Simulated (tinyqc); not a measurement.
Schottky barrier on an n-type semiconductor, non-linear Poisson equation by Newton steps: two steps of the calculation.

One dimension, metal at x = 0, donor density C(x) = Nd, uniform. Energies are counted from the electron Fermi level of the semiconductor and the conduction-band edge is Ec = -psi, so n = Nc exp(psi/Vt); holes follow the Fermi level of the metal, at -V, so p = Nv exp((V - psi - Eg)/Vt). Ends: psi(0) = V - phiB and psi = Vt ln(Nd/Nc) deep inside. Boltzmann statistics, full ionisation, no current, no image force in the Poisson equation.

Parameters, values chosen for the exercise; band and dielectric values those of a made-up semiconductor:
- T = 325 K (temperature)
- Eg = 1.16 eV (band gap)
- eps_r = 14 (relative permittivity)
- Nc = 3.99e19 cm^-3 (conduction-band density of states at T)
- Nv = 3.01e19 cm^-3 (valence-band density of states at T)
- Nd = 3.3e15 cm^-3 (donor density deep in the semiconductor)
- phiB = 0.71 eV (barrier height)
- V = 0.19 V (bias of the metal against the semiconductor)

Constants: q = 1.602176634e-19 C, kB = 1.380649e-23 J/K, Vt = kB T/q, eps0 = 8.8541878128e-14 F/cm where lengths are in cm. Results are converted to the units shown.

Task 1. End potentials, built-in voltage, Debye length. psi_0 = V - phiB, psi_b = Vt ln(Nd/Nc), Vbi = phiB - Vt ln(Nc/Nd), LD = sqrt(eps0 eps_r Vt/(q Nd)), W = sqrt(2 eps0 eps_r (Vbi - V)/(q Nd)), hole density at the metal p_0 = Nv exp((phiB - Eg)/Vt).

Give: psi_0; psi_b; Vbi; LD; W for uniform Nd; p_0.

Result 1.

psi_0 = -0.5200 V
psi_b = -0.2633 V
Vbi = 0.4467 V
LD = 81.03 nm
W for uniform Nd = 347.0 nm
p_0 = 3.165e12 cm^-3

The hole density at the metal is 9.6e-4 times Nd, so holes hardly matter.

Task 2. Converged densities, field and barrier lowering. n and p as above; E_i = -(psi_(i+1) - psi_i)/h_i; at the metal |E_0| = |E on interval 0| + q rho_0 (h_0/2)/(eps0 eps_r), rho_0 = p_0 - n_0 + C_0; image-force lowering dphi = sqrt(q |E_0|/(4 pi eps0 eps_r)).

```
node	x (nm)	converged psi (V)	donor density C (cm^-3)
0	0	-0.52000000	3.3e15
1	28	-0.48246519	3.3e15
2	60.2	-0.44343355	3.3e15
3	97.1	-0.40413412	3.3e15
4	140	-0.36569783	3.3e15
5	188	-0.33175731	3.3e15
6	244	-0.30350400	3.3e15
7	309	-0.28349630	3.3e15
8	382	-0.27207759	3.3e15
9	467	-0.26651374	3.3e15
10	565	-0.26428746	3.3e15
11	677	-0.26354068	3.3e15
12	805	-0.26332805	3.3e15
13	953	-0.26327692	3.3e15
14	1120	-0.26326539	3.3e15
```

Find: n; p; field E; |E_0| at the metal; image-force lowering.

Result 2.

```
node	n (cm^-3)	p (cm^-3)
0	3.4461e11	3.1653e12
1	1.3164e12	8.2863e11
2	5.3045e12	2.0563e11
3	2.1580e13	5.0545e10
4	8.5132e13	1.2813e10
5	2.8603e14	3.8136e9
6	7.8439e14	1.3906e9
7	1.6025e15	6.8069e8
8	2.4091e15	4.5277e8
9	2.9386e15	3.7119e8
10	3.1817e15	3.4283e8
11	3.2677e15	3.3381e8
12	3.2926e15	3.3128e8
13	3.2986e15	3.3068e8
14	3.3000e15	3.3054e8
```

field E, interval 0 to 13 (kV/cm): -13.405  -12.122  -10.650  -8.960  -7.071  -5.045  -3.078  -1.564  -0.655  -0.227  -0.067  -0.017  -0.003  -0.001
|E_0| at the metal = 14.003 kV/cm
image-force lowering = 12.001 mV

Numbers from tinyqc (`OMP_NUM_THREADS=1 python tinyqc.py 2020003 2020004 out.jsonl`; about 0.04 s on one thread of a shared Intel Xeon 2.30GHz).
